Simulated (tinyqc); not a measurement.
Worked calculation: deformation-potential model of the X valleys of a conduction band. Values are carried at full precision from step to step, so a last printed digit may differ when a step is redone from the rounded ones.

s11 = (C11 + C12)/((C11 - C12)(C11 + 2 C12)), s12 = -C12/((C11 - C12)(C11 + 2 C12)), s44 = 1/C44; exx = s11 sxx + s12 (syy + szz) and cyclic, exy = s44 sxy/2; tension is positive. A uniaxial stress X along the unit vector n is s_ij = X n_i n_j.

Constants: kB = 8.617333262e-05 eV/K; hbar^2/2m0 = 3.80998211 eV angstrom^2.

Values chosen for the exercise (near those of GaP; not measured data): C11 = 143.7 GPa; C12 = 60.2 GPa; C44 = 69.1 GPa; load = uniaxial [110] (kind of stress); X = 0.89 GPa (stress); Xd = 1.6 eV (dilation potential); Xu = 6.76 eV (uniaxial potential); T = 300 K (temperature); ml = 2.061 m0 (longitudinal mass); mt = 0.244 m0 (transverse mass).

## Strain from a uniaxial [110] stress

Form the compliances and the strain.

s11, s12, s44 (1/TPa): [9.2462, -2.7299, 14.4718]

strain tensor, rows x, y, z and columns alike:
```
[[0.002900, 0.003220, 0.000000],
 [0.003220, 0.002900, 0.000000],
 [0.000000, 0.000000, -0.002430]]
```

## Valley shifts

Valleys with axes along x, y and z, one whole valley each. Herring-Vogt shift of a valley with unit axis a: dE = Xd tr(e) + Xu a.e.a. Non-degenerate shares n_i = exp(-dE_i/kT)/sum_j exp(-dE_j/kT). Inverse mass tensor of a valley: (1 - a a)/mt + a a/ml; the masses are taken as independent of strain.

Apply the Herring-Vogt formula to each valley.

Xd tr(e) = 5.39 meV

a.e.a: x 0.002900, y 0.002900, z -0.002430

shifts dE (meV): x 24.99, y 24.99, z -11.03

The lowest valley is z, 36.0 meV below the highest; the mean shift over all valleys is (Xd + Xu/3) tr(e) = 12.99 meV.

## Shares of the electrons

Boltzmann factors of the shifts.

kT = 25.852 meV

shares: x 0.1659, y 0.1659, z 0.6683

effective number of valley axes, 1/(largest share) = 1.496

## Conductivity mass tensor

With one scattering time for all valleys the conductivity goes as M = sum_i n_i (inverse mass tensor of valley i); along the unit vector u, 1/m_c = u.M.u. Without stress 1/m_c = (1/ml + 2/mt)/3. Take u along [001].

M (1/m0), rows x, y, z and columns alike:
```
[[3.499, 0.000, 0.000],
 [0.000, 3.499, 0.000],
 [0.000, 0.000, 1.684]]
```

m_c along [001] = 0.5939 m0
m_c without stress = 0.3455 m0

The repopulation alone changes the mobility along [001] by -41.8 %; with all electrons in the valleys lightest or heaviest along this direction it would change by +42 or -83 %.

## Effective density of states

Each of the 3 whole valleys has m_d = (ml mt^2)^(1/3) and N = 2 (m_d kT/(4 pi c))^(3/2), c = hbar^2/2m0. Counted from the lowest edge, Nc = N x sum_i exp(-(dE_i - dE_min)/kT). 1 angstrom^-3 = 1e24 cm^-3.

m_d = 0.4969 m0
N of one valley = 8.790e+18 cm^-3
Nc under stress = 1.315e+19 cm^-3
Nc without stress = 2.637e+19 cm^-3

## Piezoresistance from repopulation

For small stress d(rho)/rho = pi X. For valleys on the cube axes pi11 = -(2/3) Xu (s11 - s12)/kT x (K - 1)/(2K + 1), pi12 = -pi11/2, pi44 = 0, K = ml/mt. For stress along [110]: pi_l = (pi11 + pi12 + pi44)/2 with the current along it and pi_t = (pi11 + pi12 - pi44)/2 with the current along [1-10]. 1/GPa = 100 x 1e-11/Pa.

K = 8.447

pi11, pi12, pi44 (1e-11/Pa): [-86.9, 43.4, 0.0]

pi_l, pi_t for [110] (1e-11/Pa): [-21.7, -21.7]

Only the transfer between valleys is counted; changes of mass and of intervalley scattering add to it in a real crystal.

## Checks

- Conductivity mass at zero stress against 3/(1/ml + 2/mt): both 0.3455456.
- Piezoresistance coefficients by finite differences against the closed form: largest difference 1.4e-08.

(tinyqc, `OMP_NUM_THREADS=1 python tinyqc.py 1080169 1080170 out.jsonl`, Intel(R) Xeon(R) Processor @ 2.30GHz, 1 thread, shared host, about 0.02 s.)
